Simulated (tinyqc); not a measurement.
One anharmonic mode: perturbation theory, self-consistent phonons and exact levels. Changing the quartic constant b. Computed by tinyqc, a small Python program. Command: `OMP_NUM_THREADS=1 python tinyqc.py 3018102 3018103 out.jsonl scp sweep`. One thread of a shared host (Intel(R) Xeon(R) Processor @ 2.30GHz), about 0.09 s of CPU time with the checks.

V(x) = k x^2/2 + b x^4 for one coordinate x of mass M. A constant K > 0 gives hbar Omega = sqrt((hbar^2/u) K/M) with K in eV/angstrom^2 and M in u.

Inputs (values chosen for the exercise, for a model mode):

| quantity | value | unit |
|---|---|---|
| mode mass M | 113 | u |
| harmonic constant k | 42.6 | eV/angstrom^2 |
| temperature T | 780 | K |
| mixing | 0.4 | - |

Shape: single well.

Constants: hbar^2/u = 4.18015928e-03 eV angstrom^2; k_B = 8.617333262e-05 eV/K.

Method:
- Self-consistent phonon, centred at x = 0: K = k + 12 b <x^2>, <x^2> = (hbar Omega/(2K)) coth(hbar Omega/(2 k_B T)).
- Start at K = |k|; K(new) = K + mixing x (K_out - K), but at least K/20; stop when |K_out - K| < 1e-9 |k| or after 90 steps.
- Its free energy is F = k_B T ln[2 sinh(hbar Omega/(2 k_B T))] + (k - K)<x^2>/2 + 3 b <x^2>^2, an upper bound to the exact one.
- Basis: oscillator states n of the constant |k|, with x = s (a + a+), s^2 = hbar Omega/(2|k|); H = hbar Omega (n + 1/2) + (k - |k|) x^2/2 + b x^4, with exact matrix elements of x^2 and x^4.
- Exact values use 120 basis states: F = -k_B T ln sum exp(-E_n/(k_B T)), and <x^2> is the Boltzmann mean.

One run for each value:

| quartic constant b (eV/angstrom^4) | self-consistent quantum (meV) | E_1 - E_0 (meV) | self-consistent <x^2> (angstrom^2) | exact <x^2> (angstrom^2) |
|---|---|---|---|---|
| 2000 | 49.99 | 43.98 | 0.0010403 | 0.0010788 |
| 3700 | 54.85 | 46.79 | 0.0008720 | 0.0009182 |
| 6900 | 61.21 | 51.03 | 0.0007088 | 0.0007574 |
| 13000 | 69.39 | 57.20 | 0.0005614 | 0.0006071 |
| 25000 | 79.94 | 66.01 | 0.0004339 | 0.0004731 |
| 47000 | 92.53 | 77.34 | 0.0003349 | 0.0003663 |
| 88000 | 107.89 | 91.93 | 0.0002576 | 0.0002815 |
| 170000 | 127.80 | 111.56 | 0.0001956 | 0.0002126 |
| 310000 | 150.25 | 134.12 | 0.0001526 | 0.0001647 |

Over the rows, self-consistent quantum (meV) rises from 50.0 to 150 (exponent d ln y / d ln x 0.15 between the first rows and 0.27 between the last); E_1 - E_0 (meV) rises from 44.0 to 134 (exponent d ln y / d ln x 0.10 between the first rows and 0.31 between the last); self-consistent <x^2> (angstrom^2) falls from 0.00104 to 1.53e-4 (exponent d ln y / d ln x -0.29 between the first rows and -0.41 between the last). The self-consistent quantum is 1.14 times E_1 - E_0 in the first row and 1.12 in the last; it follows from the curvature averaged over the spread of x, not from the lowest spacing alone.

Extremes, crossings and ranges named in words are read from the listed rows.
